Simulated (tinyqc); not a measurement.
# Gate work function from the charge

Problem. For an undoped double gate, Q = 8 eps0 eps_r Vt beta tan(beta)/ts with 0 < beta < pi/2, and at the source (Vg - dphi)/(2 Vt) - ln[(2/ts) sqrt(2 eps0 eps_r Vt/(q ni))] = ln(beta) - ln(cos beta) + 2 r beta tan(beta), r = eps_r tox/(eox ts). Find beta and dphi.

Values chosen for this exercise; material values close to those of In0.53Ga0.47As:
```
symbol,value,unit,meaning
T,300,K,temperature
eps_r,14.1,,relative permittivity of the semiconductor
eox,22.2,,relative permittivity of the gate insulator
tox,7.7,nm,insulator thickness
ts,20,nm,body thickness
Vg,0.56,V,gate voltage
```

Constants: q = 1.602176634e-19 C, kB = 1.380649e-23 J/K, Vt = kB T/q, eps0 = 8.8541878128e-14 F/cm where lengths are in cm. Results are converted to the units shown.

Qs = 44.907709 nC/cm^2
ni = 6.9935684e11 cm^-3

Answer. beta tan(beta) rises from 0 without bound on the interval, so the charge fixes beta; the second relation is then explicit in dphi. At this charge the surface density passes 0.3 Nc, so the classical Boltzmann model is only formal.

beta = 0.5577
dphi = 0.2300 V

tinyqc, about 0.02 s, one thread, Intel Xeon 2.30GHz (shared host): `OMP_NUM_THREADS=1 python tinyqc.py 2440105 2440106 out.jsonl`
